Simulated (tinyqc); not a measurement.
The basis set: RHF and MP2 along a ladder of basis sets, for H3+, spin multiplicity 1. Computed by the program tinyqc with PySCF. 

Geometry (angstrom):
```
atom       x       y       z
H     0.0000  0.0000  0.0000
H     0.0000  0.0000  0.7850
H     0.0000  0.6800  0.3920
```

Same geometry throughout; the dipole is taken about the origin.

RHF and frozen-core MP2 in a ladder of bases:
```
basis        functions  E(RHF) (hartree)  E(MP2 corr) (hartree)  HOMO (eV)  LUMO (eV)  dipole (debye)
sto-3g               3         -1.205755              -0.015782   -35.2746     0.5297          2.1774
3-21g                6         -1.265743              -0.021407   -34.8947    -4.2300          2.1772
6-31g                6         -1.270299              -0.021273   -34.9353    -4.4275          2.1772
6-31g**             15         -1.288447              -0.030198   -34.8997    -4.3797          2.1770
cc-pvdz             15         -1.281878              -0.027862   -34.8733    -4.7053          2.1770
aug-cc-pvdz         27         -1.282384              -0.028365   -34.8670    -5.0430          2.1770
cc-pvtz             42         -1.292827              -0.033656   -34.9254    -4.8467          2.1770
```

From cc-pVDZ to cc-pVTZ the RHF energy falls by 10.9 mhartree and the correlation energy by 5.8. If valence correlation converges as X^-3, (27 E(T) - 8 E(D))/19 gives -0.0361 hartree, a rough estimate from such small X that usually falls short; STO-3G holds about 44 % of it. Beyond STO-3G the LUMO moves by 0.8 eV and the HOMO by 0.1 eV.
